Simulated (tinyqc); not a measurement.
sp3s* tight binding: one step. Levels at Gamma. Five cases, with inputs chosen for the exercise.

Task: At k = 0 only g0 = 1 is left and H falls into 2 x 2 blocks [[E_a, V], [V, E_c]] with roots (E_a + E_c)/2 -/+ sqrt(((E_a - E_c)/2)^2 + V^2); the s* levels stay uncoupled. The direct gap runs from the highest lower root of the p blocks to the lowest upper root.

Case 1.

Values chosen (near a published set for GaSb, fitted to gaps, whose masses and valley positions are rough; not measured data): Esa = -7.296 eV (s level of the anion); Esc = -3.911 eV (s level of the cation); Epa = 0.861 eV (p level of the anion); Epc = 2.895 eV (p level of the cation); Vss = -6.173 eV (s-s); Vxx = 1.579 eV (px-px).

Case 2.

Values chosen (near a published set for Si, fitted to gaps, whose masses and valley positions are rough; not measured data): Esa = -4.184 eV (s level of the anion); Esc = -4.184 eV (s level of the cation); Epa = 1.724 eV (p level of the anion); Epc = 1.724 eV (p level of the cation); Vss = -8.242 eV (s-s); Vxx = 1.712 eV (px-px).

Case 3.

Values chosen (near a published set for GaAs, fitted to gaps, whose masses and valley positions are rough; not measured data): Esa = -8.343 eV (s level of the anion); Esc = -2.656 eV (s level of the cation); Epa = 1.04 eV (p level of the anion); Epc = 3.675 eV (p level of the cation); Vss = -6.446 eV (s-s); Vxx = 1.958 eV (px-px).

Case 4.

Values chosen (near a published set for Ge, fitted to gaps, whose masses and valley positions are rough; not measured data): Esa = -5.884 eV (s level of the anion); Esc = -5.884 eV (s level of the cation); Epa = 1.6 eV (p level of the anion); Epc = 1.6 eV (p level of the cation); Vss = -6.774 eV (s-s); Vxx = 1.621 eV (px-px).

Case 5.

Values chosen (near a published set for Si, fitted to gaps, whose masses and valley positions are rough; not measured data): Esa = -4.205 eV (s level of the anion); Esc = -4.205 eV (s level of the cation); Epa = 1.714 eV (p level of the anion); Epc = 1.714 eV (p level of the cation); Vss = -8.261 eV (s-s); Vxx = 1.735 eV (px-px).

Give: Blocks at Gamma (eV); direct gap at Gamma.

Result:

Case 1.

Blocks at Gamma (eV):
```
block            E_a      E_c        V  lower root  upper root
s (Gamma1)   -7.2960  -3.9110  -6.1730    -12.0043      0.7973
p (Gamma15)   0.8610   2.8950   1.5790     -0.0002      3.7562
```

direct gap at Gamma = 0.7975 eV

The lowest empty level at Gamma is s-like.

Case 2.

Blocks at Gamma (eV):
```
block            E_a      E_c        V  lower root  upper root
s (Gamma1)   -4.1840  -4.1840  -8.2420    -12.4260      4.0580
p (Gamma15)   1.7240   1.7240   1.7120      0.0120      3.4360
```

direct gap at Gamma = 3.4240 eV

The lowest empty level at Gamma is p-like.

Case 3.

Blocks at Gamma (eV):
```
block            E_a      E_c        V  lower root  upper root
s (Gamma1)   -8.3430  -2.6560  -6.4460    -12.5448      1.5458
p (Gamma15)   1.0400   3.6750   1.9580     -0.0025      4.7175
```

direct gap at Gamma = 1.5483 eV

The lowest empty level at Gamma is s-like.

Case 4.

Blocks at Gamma (eV):
```
block            E_a      E_c        V  lower root  upper root
s (Gamma1)   -5.8840  -5.8840  -6.7740    -12.6580      0.8900
p (Gamma15)   1.6000   1.6000   1.6210     -0.0210      3.2210
```

direct gap at Gamma = 0.9110 eV

The lowest empty level at Gamma is s-like.

Case 5.

Blocks at Gamma (eV):
```
block            E_a      E_c        V  lower root  upper root
s (Gamma1)   -4.2050  -4.2050  -8.2610    -12.4660      4.0560
p (Gamma15)   1.7140   1.7140   1.7350     -0.0210      3.4490
```

direct gap at Gamma = 3.4700 eV

The lowest empty level at Gamma is p-like.

Computed by tinyqc, one run a case: `OMP_NUM_THREADS=1 python tinyqc.py N N+1 out.jsonl` with N = 1480125, 1480263, 1480302, 1481495, 1481626; one thread of a shared Intel(R) Xeon(R) Processor @ 2.30GHz, about 0.2 s a run at most.
